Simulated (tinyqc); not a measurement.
Worked calculation: Jacobi rotations on a symmetric matrix. Computed by tinyqc, a small Python program that keeps every step. Settings: method = jacobi. Command: `OMP_NUM_THREADS=1 python tinyqc.py 23818 23819 out.jsonl` (the two numbers bound the seeds that draw the settings). One thread of a shared host (Intel(R) Xeon(R) Processor @ 2.60GHz), about 0.01 s of CPU time with the checks.

## Jacobi rotation 1

A, lower triangle:
```
,1,2,3,4,5,6
1,2.355000
2,-0.281000,2.406000
3,1.460000,-1.376000,3.513000
4,0.599000,0.149000,1.032000,4.517000
5,0.100000,0.121000,-0.278000,0.693000,4.661000
6,-0.287000,1.587000,-0.191000,0.066000,-0.505000,4.790000
```

Take the largest off-diagonal element A_pq; tan 2 theta = 2 A_pq / (A_qq - A_pp) with |theta| <= pi/4; A' = J^T A J with J_pp = J_qq = cos, J_pq = sin, J_qp = -sin.

p, q, theta (rad): 2.000000  6.000000  0.463295

A', lower triangle:
```
,1,2,3,4,5,6
1,2.355000
2,-0.123119,1.613200
3,1.460000,-1.145591,3.513000
4,0.599000,0.103798,1.032000,4.517000
5,0.100000,0.333928,-0.278000,0.693000,4.661000
6,-0.382324,0.000000,-0.785798,0.125630,-0.397691,5.582800
```

## Jacobi rotation 2

As before.

p, q, theta (rad): 1.000000  3.000000  0.596623

A', lower triangle:
```
,1,2,3,4,5,6
1,1.363382
2,0.541804,1.613200
3,0.000000,-1.016851,4.504618
4,-0.084316,0.103798,1.190259,4.517000
5,0.238919,0.333928,-0.173787,0.693000,4.661000
6,0.125229,0.000000,-0.864851,0.125630,-0.397691,5.582800
```

## Jacobi rotation 3

As before.

p, q, theta (rad): 3.000000  4.000000  0.782797

A', lower triangle:
```
,1,2,3,4,5,6
1,1.363382
2,0.541804,1.613200
3,0.059465,-0.794095,3.320534
4,-0.059775,-0.643563,0.000000,5.701084
5,0.238919,0.333928,-0.611954,0.368732,4.661000
6,0.125229,0.000000,-0.701733,-0.520885,-0.397691,5.582800
```

## All rotations

The off-diagonal norm falls at every rotation.

Rotations:
```
step,p,q,theta,off-diagonal norm
1,2,6,0.463295,3.61e+00
2,1,3,0.596623,2.96e+00
3,3,4,0.782797,2.43e+00
4,2,3,-0.374630,2.16e+00
5,3,5,-0.465812,1.93e+00
6,3,6,-0.292851,1.60e+00
7,4,6,-0.739621,1.34e+00
8,2,4,-0.154938,1.02e+00
9,1,2,-0.710579,7.04e-01
10,1,5,0.084707,5.88e-01
11,1,6,0.055377,4.66e-01
...,...,...,...,...
32,1,4,0.000057,2.38e-04
33,2,5,0.000030,1.54e-04
34,3,5,0.000056,2.49e-05
35,2,3,0.000005,1.76e-05
36,4,6,0.000011,5.21e-06
37,1,5,9.97e-07,2.61e-06
38,1,3,1.35e-06,1.01e-06
39,2,4,-1.28e-07,5.90e-07
40,3,4,1.85e-07,4.09e-08
41,1,2,-2.55e-08,1.73e-08
42,5,6,-8.47e-09,1.79e-09
```

eigenvalues: 0.748210  1.778076  3.038001  4.976926  5.288529  6.412259
